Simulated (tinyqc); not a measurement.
From results back to parameters: Shockley-Read-Hall recombination through one deep level. Five cases, with inputs chosen for the exercise.

Problem. Deep-level transient spectroscopy: the emission rate is en = gam sigma T^2 exp(-dE/kB T), dE = Ec - Et. Two rates were computed from hidden dE and sigma.

Constants: kB = 8.617333262e-05 eV/K.

Find: ln(en/T^2) at T1 and T2; dE; sigma.

Method. ln(en/T^2) against 1/T is a line of slope -dE/kB and intercept ln(gam sigma); plotting ln en alone would overstate dE by about 2 kB T.

Case 1.

Values chosen (out of a larger set: gap and densities of states near those of Ge at this temperature; not measured data):
- gam = 1.9e+21 1/(cm^2 s K^2) (vth Nc/T^2, which does not depend on T)
- T1 = 160 K
- T2 = 183 K

en(T1) = 2.18844 1/s
en(T2) = 58.5023 1/s

Solution.

ln(en/T^2) at T1 and T2: -9.3672  -6.3499

dE = 0.331 eV
sigma = 1.2e-15 cm^2

Case 2.

Values chosen (out of a larger set: gap and densities of states near those of GaAs at this temperature; not measured data):
- gam = 6.1e+19 1/(cm^2 s K^2) (vth Nc/T^2, which does not depend on T)
- T1 = 141 K
- T2 = 167 K

en(T1) = 0.0673987 1/s
en(T2) = 3.93552 1/s

Solution.

ln(en/T^2) at T1 and T2: -12.5946  -8.8659

dE = 0.291 eV
sigma = 1.4e-15 cm^2

Case 3.

Values chosen (out of a larger set: gap and densities of states near those of Si at this temperature; not measured data):
- gam = 3.9e+21 1/(cm^2 s K^2) (vth Nc/T^2, which does not depend on T)
- T1 = 304 K
- T2 = 363 K

en(T1) = 5.03493 1/s
en(T2) = 353.366 1/s

Solution.

ln(en/T^2) at T1 and T2: -9.8177  -5.9213

dE = 0.628 eV
sigma = 3.6e-16 cm^2

Case 4.

Values chosen (out of a larger set: gap and densities of states near those of Si at this temperature; not measured data):
- gam = 4.4e+21 1/(cm^2 s K^2) (vth Nc/T^2, which does not depend on T)
- T1 = 141 K
- T2 = 168 K

en(T1) = 3.83782 1/s
en(T2) = 259.202 1/s

Solution.

ln(en/T^2) at T1 and T2: -8.5526  -4.6903

dE = 0.292 eV
sigma = 1.2e-15 cm^2

Case 5.

Values chosen (out of a larger set: gap and densities of states near those of GaAs at this temperature; not measured data):
- gam = 1e+20 1/(cm^2 s K^2) (vth Nc/T^2, which does not depend on T)
- T1 = 184 K
- T2 = 217 K

en(T1) = 0.0158701 1/s
en(T2) = 0.844661 1/s

Solution.

ln(en/T^2) at T1 and T2: -14.5732  -10.9286

dE = 0.380 eV
sigma = 1.2e-16 cm^2

Computed by tinyqc, one run a case: `OMP_NUM_THREADS=1 python tinyqc.py N N+1 out.jsonl` with N = 1682096, 1682132, 1682193, 1682196, 1682202; one thread of a shared Intel(R) Xeon(R) Processor @ 2.30GHz, about 0.01 s a run at most.
